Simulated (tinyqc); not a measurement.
# Thin-body transistor below threshold, two-dimensional Poisson equation on a small mesh: what changes with what

A thin body on a thick buried insulator of low permittivity, taken as carrying no normal field at the bottom of the body (row 0). Mobile charge is neglected (subthreshold), the body is fully depleted, and potentials are counted from the intrinsic level; rows run upward to the gate, columns from source to drain.

Parameters, values chosen for the exercise; semiconductor permittivity close to that of silicon:
- T = 300 K (temperature)
- eps_r = 11.6 (relative permittivity of the semiconductor)
- eox = 3.9 (relative permittivity of the insulator)
- tb = 6 nm (body thickness)
- tox = 1.2 nm (insulator thickness)
- L = 41 nm (channel length)
- Na = 0 cm^-3 (acceptor density of the depleted body)
- Vbi = 0.48 V (potential of the source)
- Vfb = 0.01 V (gate offset)
- Vg = 0 V (gate voltage)
- Vd = 0.3 V (drain voltage)

Constants: q = 1.602176634e-19 C, kB = 1.380649e-23 J/K, Vt = kB T/q, eps0 = 8.8541878128e-14 F/cm where lengths are in cm. Results are converted to the units shown.

Each table varies one quantity; the others keep the values above.

## Effect of the acceptor density of the depleted body

Mesh: rows i = 0..12 in the semiconductor (step hs = tb/12, row 12 on the interface), then 8 step(s) ho = tox/8 up to the gate row 20; columns j = 0..80 (step hy = L/80). Box integration, divided by eps0: up_i = eps hy/h of the interval above row i, dn_i = that of the interval below (0 for row 0), lat_i = (sum of eps h/2 over the intervals above and below)/hy, s_i = -q Na w_i hy/eps0 with w_i the semiconductor height of the box (hs/2 for row 0 and the interface row, hs between, 0 in the insulator). Each free node obeys (up + dn + 2 lat) psi = up psi(above) + dn psi(below) + lat [psi(left) + psi(right)] + s. Fixed values: gate row Vg - Vfb; column 0 at Vbi and the last column at Vbi + Vd in the semiconductor, each running linearly to Vg - Vfb across the insulator. The system is solved directly. On row 0 the minimum of psi and its place come from a parabola through the three lowest nodes; barrier = Vbi - minimum, swing = Vt ln 10/(d psi/dVg), DIBL = (d psi/dVd)/(d psi/dVg) there. Lambda = pi/k with k the smallest positive root of tan(k tox) tan(k tb) = eox/eps_r.

Result of one run:
```
Na (cm^-3),L/Lambda,barrier (V),place y/L,swing (mV/decade),DIBL (mV/V)
0,2.217,0.4453,0.4656,64.27,30.50
```

What becomes of these results when the acceptor density of the depleted body Na is changed from 0 to 5e17 cm^-3, all else the same?

Result of the changed run:
```
Na (cm^-3),L/Lambda,barrier (V),place y/L,swing (mV/decade),DIBL (mV/V)
5e17,2.217,0.4741,0.4671,64.26,30.80
```

The whole series:
```
Na (cm^-3),L/Lambda,barrier (V),place y/L,swing (mV/decade),DIBL (mV/V)
0,2.217,0.4453,0.4656,64.27,30.50
5e17,2.217,0.4741,0.4671,64.26,30.80
1e18,2.217,0.5029,0.4684,64.25,31.08
2e18,2.217,0.5605,0.4707,64.24,31.57
3e18,2.217,0.6180,0.4727,64.22,32.01
5e18,2.217,0.7332,0.4760,64.20,32.74
```

As Na goes from 0 to 5e18 cm^-3, the barrier rises from 0.445 to 0.733 V, the swing stays near 64.2 mV a decade and DIBL rises from 30.5 to 32.7 mV/V; the ideal swing is 59.5. The barrier top moves from y/L = 0.466 to 0.476, towards the middle.

## Effect of the gate voltage

Same model as above.

Effect of the gate voltage:
```
Vg (V),L/Lambda,barrier (V),place y/L,swing (mV/decade),DIBL (mV/V)
-0.2,2.217,0.6307,0.4740,64.21,32.31
-0.12,2.217,0.5565,0.4712,64.23,31.69
-0.04,2.217,0.4824,0.4677,64.26,30.94
0.04,2.217,0.4083,0.4632,64.30,30.00
0.12,2.217,0.3343,0.4573,64.35,28.80
0.2,2.217,0.2603,0.4489,64.45,27.20
```

What does the comparison show?

As Vg goes from -0.2 to 0.2 V, the barrier falls from 0.631 to 0.260 V, the swing stays near 64.3 mV a decade and DIBL falls from 32.3 to 27.2 mV/V; the ideal swing is 59.5. The barrier top moves from y/L = 0.474 to 0.449, towards the source.

## Effect of the insulator thickness

Same model as above.

Results:
```
tox (nm),L/Lambda,barrier (V),place y/L,swing (mV/decade),DIBL (mV/V)
0.48,2.774,0.4703,0.4726,61.53,12.90
0.66,2.601,0.4645,0.4707,62.14,16.81
0.91,2.403,0.4559,0.4683,63.08,22.83
1.3,2.162,0.4416,0.4647,64.71,33.29
2.4,1.730,0.3991,0.4556,70.06,67.39
```

Estimate the missing row, tox = 1.7 nm.

Computed row:
```
tox (nm),L/Lambda,barrier (V),place y/L,swing (mV/decade),DIBL (mV/V)
1.7,1.973,0.4262,0.4613,66.55,45.04
```

With this row back in the table: As tox goes from 0.48 to 2.4 nm, the barrier falls from 0.470 to 0.399 V, the swing rises from 61.5 to 70.1 mV a decade and DIBL rises from 12.9 to 67.4 mV/V; the ideal swing is 59.5. L/Lambda goes from 2.8 to 1.7.

Computed by the program tinyqc: `OMP_NUM_THREADS=1 python tinyqc.py 2480127 2480128 out.jsonl`, one thread of a shared Intel Xeon 2.30GHz, about 0.1 s for the whole run.
